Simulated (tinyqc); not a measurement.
## Dose and depth of a threshold implant

Problem. A sheet of D acceptors per cm^2 lies at depth xi inside the depleted layer of a body doped Na. In the depletion approximation VT = Vfb + f2 + q D/Cox + gamma sqrt(f2 + Vsb - q D xi/(eps0 eps_r)), gamma = sqrt(2 eps0 eps_r q Na)/Cox, Cox = eps0 eox/tox. Find gamma, D and xi.

Parameters, values chosen for the exercise; band and dielectric values close to those of silicon:
```
symbol   value   unit                                                                 meaning
eps_r     11.5                                                          relative permittivity
Na      1.2e16  cm^-3                                       acceptor density deep in the body
eox        3.9         relative permittivity of the gate insulator (close to silicon dioxide)
tox        2.3     nm                                                     insulator thickness
Vfb      -0.86      V                                                       flat-band voltage
f2       0.578      V                                        band bending 2 phiF at threshold
```

Constants: q = 1.602176634e-19 C, eps0 = 8.8541878128e-14 F/cm where lengths are in cm. Results are converted to the units shown.

VT against the source at Vsb = 0 and 1.3 V (V): [-0.16749501, -0.14088922]

Answer. With y^2 = f2 - q D xi/(eps0 eps_r) and d the difference of the thresholds over gamma, sqrt(y^2 + Vsb) - y = d gives y = (Vsb - d^2)/(2 d). The first threshold then gives D, and y^2 gives xi.

gamma = 0.0417 V^0.5
D = 8.00e11 cm^-2
xi = 7.10 nm

tinyqc, about 0.3 s, one thread, Intel Xeon 2.30GHz (shared host): `OMP_NUM_THREADS=1 python tinyqc.py 2080060 2080061 out.jsonl`
